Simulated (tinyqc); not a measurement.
Worked calculation: UHF in the sto-3g basis, for H4, spin multiplicity 1. Computed by tinyqc, a small Python program that keeps every step (integrals from PySCF). Settings: charge = 0, multiplicity = 1, basis = sto-3g, energy threshold = 1e-09, iteration cap = 83, orthogonalisation = canonical, start = core, DIIS depth = 6, DIIS from iteration = 2, method = UHF, break = 0.4. Command: `OMP_NUM_THREADS=1 python tinyqc.py 31075 31076 out.jsonl` (the two numbers bound the seeds that draw the settings). One thread of a shared host (Intel(R) Xeon(R) Processor @ 2.60GHz), about 0.05 s of CPU time with the checks. Later iterations appear only in the table of the cycle.

## One-electron integrals

Geometry (angstrom):
```
atom        x        y        z
H     0.00000  0.00000  0.00000
H     0.00000  0.00000  0.82800
H     0.00000  1.37000  0.00000
H     0.00000  1.37000  0.82800
```

Basis sto-3g: exponents (1/bohr^2) and contraction coefficients of normalised primitives:
```
element  l (shell)  exponent  coefficient
H            s (1)   3.42525      0.15433
H            s (1)   0.62391      0.53533
H            s (1)   0.16886      0.44463
```

Overlap, kinetic and nuclear-attraction integrals over the contracted functions; the nuclear repulsion is the sum of Za Zb / Rab.

nuclear repulsion = 2.7118781 hartree

overlap S, lower triangle:
```
         1H 1s    2H 1s    3H 1s    4H 1s
1H 1s  1.00000
2H 1s  0.60277  1.00000
3H 1s  0.30823  0.22183  1.00000
4H 1s  0.22183  0.30823  0.60277  1.00000
```

kinetic energy T (hartree), lower triangle:
```
         1H 1s    2H 1s    3H 1s    4H 1s
1H 1s  0.76003
2H 1s  0.18785  0.76003
3H 1s  0.02349  0.00239  0.76003
4H 1s  0.00239  0.02349  0.18785  0.76003
```

nuclear attraction V (hartree), lower triangle:
```
          1H 1s     2H 1s     3H 1s     4H 1s
1H 1s  -2.54044
2H 1s  -1.48672  -2.54044
3H 1s  -0.71072  -0.52492  -2.54044
4H 1s  -0.52492  -0.71072  -1.48672  -2.54044
```

core Hamiltonian H = T + V (hartree), lower triangle:
```
          1H 1s     2H 1s     3H 1s     4H 1s
1H 1s  -1.78041
2H 1s  -1.29887  -1.78041
3H 1s  -0.68723  -0.52253  -1.78041
4H 1s  -0.52253  -0.68723  -1.29887  -1.78041
```

## Two-electron integrals

Functions are numbered as in S; the eight-fold symmetry (ij|kl) = (ji|kl) = (kl|ij) leaves the list below.

Two-electron integrals (ij|kl) in chemists' order, unique and non-zero (hartree):
```
(11|11) 0.77461   (21|11) 0.39570   (21|21) 0.24297   (22|11) 0.53743
(22|21) 0.39570   (22|22) 0.77461   (31|11) 0.17161   (31|21) 0.09354
(31|22) 0.13528   (31|31) 0.05555   (32|11) 0.11048   (32|21) 0.06946
(32|22) 0.11562   (32|31) 0.03668   (32|32) 0.02733   (33|11) 0.37451
(33|21) 0.21504   (33|22) 0.32593   (33|31) 0.17161   (33|32) 0.11562
(33|33) 0.77461   (41|11) 0.11562   (41|21) 0.06946   (41|22) 0.11048
(41|31) 0.03668   (41|32) 0.02703   (41|33) 0.11048   (41|41) 0.02733
(42|11) 0.13528   (42|21) 0.09354   (42|22) 0.17161   (42|31) 0.04420
(42|32) 0.03668   (42|33) 0.13528   (42|41) 0.03668   (42|42) 0.05555
(43|11) 0.21504   (43|21) 0.13251   (43|22) 0.21504   (43|31) 0.09354
(43|32) 0.06946   (43|33) 0.39570   (43|41) 0.06946   (43|42) 0.09354
(43|43) 0.24297   (44|11) 0.32593   (44|21) 0.21504   (44|22) 0.37451
(44|31) 0.13528   (44|32) 0.11048   (44|33) 0.53743   (44|41) 0.11562
(44|42) 0.17161   (44|43) 0.39570   (44|44) 0.77461
```

## Orthogonalisation

S = U s U^T; canonical form X = U s^(-1/2), so that X^T S X = 1. Each column of U has its largest component positive (the first on a tie).

eigenvalues of S: 0.31083  0.48364  1.07270  2.13283

X:
```
              1         2         3        4
1H 1s   0.89683   0.71897   0.48276  0.34237
2H 1s  -0.89683  -0.71897   0.48276  0.34237
3H 1s  -0.89683   0.71897  -0.48276  0.34237
4H 1s   0.89683  -0.71897  -0.48276  0.34237
```

## Starting guess

The start is the orbitals of the core Hamiltonian, with HOMO and LUMO mixed by +/-0.4 rad for the two spins; D(s) = C_occ C_occ^T for each spin.

D(alpha) at the start, lower triangle:
```
          1H 1s     2H 1s    3H 1s    4H 1s
1H 1s   0.64230
2H 1s   0.23654   0.14433
3H 1s  -0.00211   0.09010  0.14433
4H 1s  -0.40787  -0.00211  0.23654  0.64230
```

D(beta) at the start, lower triangle:
```
          1H 1s     2H 1s    3H 1s    4H 1s
1H 1s   0.14433
2H 1s   0.23654   0.64230
3H 1s  -0.00211  -0.40787  0.64230
4H 1s   0.09010  -0.00211  0.23654  0.14433
```

## Iteration 1: building the Fock matrix

J_ij = sum D_kl (ij|kl) with D = D(alpha) + D(beta), K_ij = sum D_kl (ik|jl) for each spin; F = H + J - K(s); E = tr D H + tr D J / 2 - 0.5 sum_s tr D(s) K(s) + E_nn.

Coulomb J (hartree), lower triangle:
```
         1H 1s    2H 1s    3H 1s    4H 1s
1H 1s  2.01466
2H 1s  1.22626  2.01466
3H 1s  0.61237  0.45198  2.01466
4H 1s  0.45198  0.61237  1.22626  2.01466
```

exchange K(alpha) (hartree), lower triangle:
```
         1H 1s    2H 1s    3H 1s    4H 1s
1H 1s  0.68424
2H 1s  0.47565  0.45555
3H 1s  0.20492  0.20908  0.45555
4H 1s  0.14316  0.20492  0.47565  0.68424
```

exchange K(beta) (hartree), lower triangle:
```
         1H 1s    2H 1s    3H 1s    4H 1s
1H 1s  0.45555
2H 1s  0.47565  0.68424
3H 1s  0.20492  0.14316  0.68424
4H 1s  0.20908  0.20492  0.47565  0.45555
```

F(alpha) (hartree), lower triangle:
```
          1H 1s     2H 1s     3H 1s     4H 1s
1H 1s  -0.45000
2H 1s  -0.54826  -0.22130
3H 1s  -0.27978  -0.27963  -0.22130
4H 1s  -0.21371  -0.27978  -0.54826  -0.45000
```

F(beta) (hartree), lower triangle:
```
          1H 1s     2H 1s     3H 1s     4H 1s
1H 1s  -0.22130
2H 1s  -0.54826  -0.45000
3H 1s  -0.27978  -0.21371  -0.45000
4H 1s  -0.27963  -0.27978  -0.54826  -0.22130
```

total energy of this density = -2.0146318 hartree

## Iteration 1: diagonalisation and new density

Diagonalise F' = X^T F X, C = X C', fill 2 alpha and 2 beta electrons from the bottom; D(s) = C_occ C_occ^T. Each column has its largest component positive (the first on a tie).

F' = X^T F X (alpha) (hartree), lower triangle:
```
          1         2         3         4
1   0.79053
2   0.00000   0.37114
3   0.00000  -0.20452  -0.33323
4  -0.09996   0.00000   0.00000  -0.66126
```

orbital energies (alpha) (hartree): MO1 -0.66811, MO2 -0.38831, MO3 0.42622, MO4 0.79738

coefficients C (alpha):
```
           MO1       MO2       MO3       MO4
1H 1s  0.40288   0.65311  -0.56870  -0.87132
2H 1s  0.28025   0.27919   0.81977   0.91813
3H 1s  0.28025  -0.27919  -0.81977   0.91813
4H 1s  0.40288  -0.65311   0.56870  -0.87132
```

F' = X^T F X (beta) (hartree), lower triangle:
```
         1        2         3         4
1  0.79053
2  0.00000  0.37114
3  0.00000  0.20452  -0.33323
4  0.09996  0.00000   0.00000  -0.66126
```

orbital energies (beta) (hartree): MO1 -0.66811, MO2 -0.38831, MO3 0.42622, MO4 0.79738

coefficients C (beta):
```
           MO1       MO2       MO3       MO4
1H 1s  0.28025   0.27919   0.81977   0.91813
2H 1s  0.40288   0.65311  -0.56870  -0.87132
3H 1s  0.40288  -0.65311   0.56870  -0.87132
4H 1s  0.28025  -0.27919  -0.81977   0.91813
```

D(alpha) after iteration 1, lower triangle:
```
          1H 1s     2H 1s    3H 1s    4H 1s
1H 1s   0.58886
2H 1s   0.29525   0.15649
3H 1s  -0.06943   0.00059  0.15649
4H 1s  -0.26424  -0.06943  0.29525  0.58886
```

D(beta) after iteration 1, lower triangle:
```
          1H 1s     2H 1s    3H 1s    4H 1s
1H 1s   0.15649
2H 1s   0.29525   0.58886
3H 1s  -0.06943  -0.26424  0.58886
4H 1s   0.00059  -0.06943  0.29525  0.15649
```

## Iteration 2: building the Fock matrix

As before.

Coulomb J (hartree), lower triangle:
```
         1H 1s    2H 1s    3H 1s    4H 1s
1H 1s  2.01684
2H 1s  1.22867  2.01684
3H 1s  0.61205  0.45206  2.01684
4H 1s  0.45206  0.61205  1.22867  2.01684
```

exchange K(alpha) (hartree), lower triangle:
```
         1H 1s    2H 1s    3H 1s    4H 1s
1H 1s  0.67980
2H 1s  0.49141  0.47383
3H 1s  0.19285  0.18581  0.47383
4H 1s  0.15814  0.19285  0.49141  0.67980
```

exchange K(beta) (hartree), lower triangle:
```
         1H 1s    2H 1s    3H 1s    4H 1s
1H 1s  0.47383
2H 1s  0.49141  0.67980
3H 1s  0.19285  0.15814  0.67980
4H 1s  0.18581  0.19285  0.49141  0.47383
```

F(alpha) (hartree), lower triangle:
```
          1H 1s     2H 1s     3H 1s     4H 1s
1H 1s  -0.44337
2H 1s  -0.56161  -0.23740
3H 1s  -0.26804  -0.25627  -0.23740
4H 1s  -0.22861  -0.26804  -0.56161  -0.44337
```

F(beta) (hartree), lower triangle:
```
          1H 1s     2H 1s     3H 1s     4H 1s
1H 1s  -0.23740
2H 1s  -0.56161  -0.44337
3H 1s  -0.26804  -0.22861  -0.44337
4H 1s  -0.25627  -0.26804  -0.56161  -0.23740
```

total energy of this density = -2.0745478 hartree

## Iteration 2: diagonalisation and new density

As before.

F' = X^T F X (alpha) (hartree), lower triangle:
```
          1         2         3         4
1   0.79407
2   0.00000   0.40447
3   0.00000  -0.16218  -0.36498
4  -0.10950   0.00000   0.00000  -0.66225
```

orbital energies (alpha) (hartree): MO1 -0.67044, MO2 -0.39777, MO3 0.43726, MO4 0.80225

coefficients C (alpha):
```
           MO1       MO2       MO3       MO4
1H 1s  0.40828   0.61565  -0.60905  -0.86880
2H 1s  0.27455   0.33072   0.80037   0.91986
3H 1s  0.27455  -0.33072  -0.80037   0.91986
4H 1s  0.40828  -0.61565   0.60905  -0.86880
```

F' = X^T F X (beta) (hartree), lower triangle:
```
         1        2         3         4
1  0.79407
2  0.00000  0.40447
3  0.00000  0.16218  -0.36498
4  0.10950  0.00000   0.00000  -0.66225
```

orbital energies (beta) (hartree): MO1 -0.67044, MO2 -0.39777, MO3 0.43726, MO4 0.80225

coefficients C (beta):
```
           MO1       MO2       MO3       MO4
1H 1s  0.27455   0.33072   0.80037   0.91986
2H 1s  0.40828   0.61565  -0.60905  -0.86880
3H 1s  0.40828  -0.61565   0.60905  -0.86880
4H 1s  0.27455  -0.33072  -0.80037   0.91986
```

D(alpha) after iteration 2, lower triangle:
```
          1H 1s     2H 1s    3H 1s    4H 1s
1H 1s   0.54572
2H 1s   0.31570   0.18475
3H 1s  -0.09152  -0.03400  0.18475
4H 1s  -0.21233  -0.09152  0.31570  0.54572
```

D(beta) after iteration 2, lower triangle:
```
          1H 1s     2H 1s    3H 1s    4H 1s
1H 1s   0.18475
2H 1s   0.31570   0.54572
3H 1s  -0.09152  -0.21233  0.54572
4H 1s  -0.03400  -0.09152  0.31570  0.18475
```

## Iteration 3: building the Fock matrix

As before.

Coulomb J (hartree), lower triangle:
```
         1H 1s    2H 1s    3H 1s    4H 1s
1H 1s  2.01757
2H 1s  1.22949  2.01757
3H 1s  0.61194  0.45210  2.01757
4H 1s  0.45210  0.61194  1.22949  2.01757
```

exchange K(alpha) (hartree), lower triangle:
```
         1H 1s    2H 1s    3H 1s    4H 1s
1H 1s  0.66620
2H 1s  0.49692  0.49236
3H 1s  0.18895  0.17848  0.49236
4H 1s  0.16294  0.18895  0.49692  0.66620
```

exchange K(beta) (hartree), lower triangle:
```
         1H 1s    2H 1s    3H 1s    4H 1s
1H 1s  0.49236
2H 1s  0.49692  0.66620
3H 1s  0.18895  0.16294  0.66620
4H 1s  0.17848  0.18895  0.49692  0.49236
```

F(alpha) (hartree), lower triangle:
```
          1H 1s     2H 1s     3H 1s     4H 1s
1H 1s  -0.42905
2H 1s  -0.56630  -0.25520
3H 1s  -0.26424  -0.24891  -0.25520
4H 1s  -0.23336  -0.26424  -0.56630  -0.42905
```

F(beta) (hartree), lower triangle:
```
          1H 1s     2H 1s     3H 1s     4H 1s
1H 1s  -0.25520
2H 1s  -0.56630  -0.42905
3H 1s  -0.26424  -0.23336  -0.42905
4H 1s  -0.24891  -0.26424  -0.56630  -0.25520
```

total energy of this density = -2.0853702 hartree

## Iteration 3: DIIS over 2 matrices

error matrix X^T (FDS - SDF) X (alpha):
```
          1         2        3        4
1   0.00000   0.00000  0.00000  0.01231
2   0.00000   0.00000  0.03258  0.00000
3   0.00000  -0.03258  0.00000  0.00000
4  -0.01231   0.00000  0.00000  0.00000
```

B (overlaps of the stored error matrices):
```
               1              2
1  1.1551163e-02  6.4513708e-03
2  6.4513708e-03  4.8519530e-03
```

Minimise |sum c_i e_i|^2 with sum c_i = 1: solve [B -1; -1 0][c; lambda] = [0; -1] with B_ij = tr e_i^T e_j summed over both spins, and take F = sum c_i F_i.

DIIS coefficients: -0.45693  1.45693

extrapolated F(alpha) (hartree), lower triangle:
```
          1H 1s     2H 1s     3H 1s     4H 1s
1H 1s  -0.42250
2H 1s  -0.56844  -0.26334
3H 1s  -0.26250  -0.24554  -0.26334
4H 1s  -0.23553  -0.26250  -0.56844  -0.42250
```

extrapolated F(beta) (hartree), lower triangle:
```
          1H 1s     2H 1s     3H 1s     4H 1s
1H 1s  -0.26334
2H 1s  -0.56844  -0.42250
3H 1s  -0.26250  -0.23553  -0.42250
4H 1s  -0.24554  -0.26250  -0.56844  -0.26334
```

## Iteration 3: diagonalisation and new density

As before.

F' = X^T F X (alpha) (hartree), lower triangle:
```
          1         2         3         4
1   0.79620
2   0.00000   0.42090
3   0.00000  -0.11743  -0.38065
4  -0.09159   0.00000   0.00000  -0.66316
```

orbital energies (alpha) (hartree): MO1 -0.66888, MO2 -0.39750, MO3 0.43775, MO4 0.80193

coefficients C (alpha):
```
           MO1       MO2       MO3       MO4
1H 1s  0.39766   0.57998  -0.64311  -0.87372
2H 1s  0.28574   0.37574   0.78025   0.91644
3H 1s  0.28574  -0.37574  -0.78025   0.91644
4H 1s  0.39766  -0.57998   0.64311  -0.87372
```

F' = X^T F X (beta) (hartree), lower triangle:
```
         1        2         3         4
1  0.79620
2  0.00000  0.42090
3  0.00000  0.11743  -0.38065
4  0.09159  0.00000   0.00000  -0.66316
```

orbital energies (beta) (hartree): MO1 -0.66888, MO2 -0.39750, MO3 0.43775, MO4 0.80193

coefficients C (beta):
```
           MO1       MO2       MO3       MO4
1H 1s  0.28574   0.37574   0.78025   0.91644
2H 1s  0.39766   0.57998  -0.64311  -0.87372
3H 1s  0.39766  -0.57998   0.64311  -0.87372
4H 1s  0.28574  -0.37574  -0.78025   0.91644
```

D(alpha) after iteration 3, lower triangle:
```
          1H 1s     2H 1s    3H 1s    4H 1s
1H 1s   0.49451
2H 1s   0.33155   0.22283
3H 1s  -0.10430  -0.05953  0.22283
4H 1s  -0.17825  -0.10430  0.33155  0.49451
```

D(beta) after iteration 3, lower triangle:
```
          1H 1s     2H 1s    3H 1s    4H 1s
1H 1s   0.22283
2H 1s   0.33155   0.49451
3H 1s  -0.10430  -0.17825  0.49451
4H 1s  -0.05953  -0.10430  0.33155  0.22283
```

## Iteration 11 (converged): orbitals

converged F(alpha) (hartree), lower triangle:
```
          1H 1s     2H 1s     3H 1s     4H 1s
1H 1s  -0.34590
2H 1s  -0.57464  -0.34590
3H 1s  -0.26053  -0.24054  -0.34590
4H 1s  -0.24054  -0.26053  -0.57464  -0.34590
```

converged F(beta) (hartree), lower triangle:
```
          1H 1s     2H 1s     3H 1s     4H 1s
1H 1s  -0.34590
2H 1s  -0.57464  -0.34590
3H 1s  -0.26053  -0.24054  -0.34590
4H 1s  -0.24054  -0.26053  -0.57464  -0.34590
```

As before.

F' = X^T F X (alpha) (hartree), lower triangle:
```
         1        2         3         4
1  0.80022
2  0.00000  0.43161
3  0.00000  0.00000  -0.39105
4  0.00000  0.00000   0.00000  -0.66654
```

orbital energies (alpha) (hartree): MO1 -0.66654, MO2 -0.39105, MO3 0.43161, MO4 0.80022

coefficients C (alpha):
```
           MO1       MO2       MO3       MO4
1H 1s  0.34237   0.48276   0.71897   0.89683
2H 1s  0.34237   0.48276  -0.71897  -0.89683
3H 1s  0.34237  -0.48276   0.71897  -0.89683
4H 1s  0.34237  -0.48276  -0.71897   0.89683
```

F' = X^T F X (beta) (hartree), lower triangle:
```
         1        2         3         4
1  0.80022
2  0.00000  0.43161
3  0.00000  0.00000  -0.39105
4  0.00000  0.00000   0.00000  -0.66654
```

orbital energies (beta) (hartree): MO1 -0.66654, MO2 -0.39105, MO3 0.43161, MO4 0.80022

coefficients C (beta):
```
           MO1       MO2       MO3       MO4
1H 1s  0.34237   0.48276  -0.71897  -0.89683
2H 1s  0.34237   0.48276   0.71897   0.89683
3H 1s  0.34237  -0.48276  -0.71897   0.89683
4H 1s  0.34237  -0.48276   0.71897  -0.89683
```

D(alpha) after iteration 11, lower triangle:
```
          1H 1s     2H 1s    3H 1s    4H 1s
1H 1s   0.35027
2H 1s   0.35027   0.35027
3H 1s  -0.11584  -0.11584  0.35027
4H 1s  -0.11584  -0.11584  0.35027  0.35027
```

D(beta) after iteration 11, lower triangle:
```
          1H 1s     2H 1s    3H 1s    4H 1s
1H 1s   0.35027
2H 1s   0.35027   0.35027
3H 1s  -0.11584  -0.11584  0.35027
4H 1s  -0.11584  -0.11584  0.35027  0.35027
```

## Convergence

Stop when the energy changes by less than 1e-09 hartree and every element of the error matrix X^T (F D S - S D F) X (for each spin) is below 9e-06.

Course of the cycle:
```
iteration  E (hartree)     change  largest element of the error matrix
1           -2.0146318          -                             1.10e-01
2           -2.0745478  -5.99e-02                             5.30e-02
3           -2.0853702  -1.08e-02                             3.26e-02
4           -2.0920145  -6.64e-03                             1.98e-02
5           -2.0994401  -7.43e-03                             1.58e-03
6           -2.0994860  -4.59e-05                             1.57e-04
7           -2.0994863  -3.16e-07                             8.10e-05
8           -2.0994864  -6.15e-08                             5.52e-05
9           -2.0994864  -3.35e-08                             3.39e-05
10          -2.0994864  -1.98e-08                             2.69e-06
11          -2.0994864  -1.26e-10                             1.49e-09
```

PySCF UHF in the same basis, after a stability check = -2.0994864 hartree

Converged in 11 iterations.

## Populations, bond orders and dipole

Mulliken: Z minus the diagonal of D S on the atom; Loewdin: the same with S^(1/2) D S^(1/2); Mayer order: 2 sum_s sum (D(s) S)_ij (D(s) S)_ji over the two atoms.

Charges (e):
```
atom  Mulliken  Loewdin  Mulliken spin
1H           0        0      -1.50e-08
2H     0.00000        0       1.50e-08
3H           0        0       1.50e-08
4H           0        0      -1.50e-08
```

Mayer bond orders:
```
pair    order
2-1   1.00000
3-1         0
3-2         0
4-1         0
4-2         0
4-3   1.00000
```

dipole moment about the origin, x y z (debye): 0.00000  0.00000  0.00000

<S^2> of the determinant (pure state: 0) = 0.00000
